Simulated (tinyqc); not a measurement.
Ways to converge the cycle: SCF convergence aids in the 6-31g basis, for H4, spin multiplicity 1. Computed by the program tinyqc with PySCF. 

Geometry (angstrom):
```
atom,x,y,z
H,0.0000,0.0000,0.0000
H,0.0000,0.0000,1.0330
H,0.0000,0.0000,2.2930
H,0.0000,0.0000,3.3260
```

lowest restricted solution found by these runs and by PySCF = -2.165322 hartree

RHF with one setting changed at a time; a run stops when the energy changes by less than 1e-09 hartree and the error matrix is below 1e-5. The start is the Wolfsberg-Helmholz matrix. Damping d keeps d of the old density; a shift (hartree) raises the virtual levels; DIIS n extrapolates F over n matrices.

Largest element of the error matrix X^T (FDS - SDF) X:
```
iteration,plain,damping 0.3,damping 0.6,shift 0.4,DIIS 3,DIIS 8
1,2.0e-01,2.0e-01,2.0e-01,2.0e-01,2.0e-01,2.0e-01
2,2.5e-02,6.2e-02,1.2e-01,5.5e-02,2.5e-02,2.5e-02
3,5.1e-03,2.6e-02,7.3e-02,2.1e-02,4.2e-03,4.2e-03
4,1.2e-03,1.1e-02,4.4e-02,9.0e-03,6.4e-04,6.4e-04
5,3.1e-04,4.9e-03,3.0e-02,4.1e-03,7.8e-05,1.5e-05
6,9.9e-05,2.2e-03,2.0e-02,2.0e-03,1.8e-06,1.1e-06
8,1.2e-05,4.6e-04,9.1e-03,6.3e-04,-,-
10,-,1.0e-04,4.2e-03,2.0e-04,-,-
14,-,6.4e-06,9.1e-04,2.0e-05,-,-
20,-,-,1.0e-04,-,-,-
30,-,-,3.1e-06,-,-,-
```

How each run ends:
```
run,iterations,E (hartree),state
plain,9,-2.165322,lowest found
damping 0.3,18,-2.165322,lowest found
damping 0.6,37,-2.165322,lowest found
shift 0.4,16,-2.165322,lowest found
DIIS 3,7,-2.165322,lowest found
DIIS 8,6,-2.165322,lowest found
```

6 of 6 runs reach the lowest restricted solution found, in 6 to 37 iterations (fastest: DIIS 8). Plain steps already contract here, so damping only slows them. DIIS 3 and DIIS 8 gain by cancelling the error over several earlier matrices, much as a quasi-Newton step does.
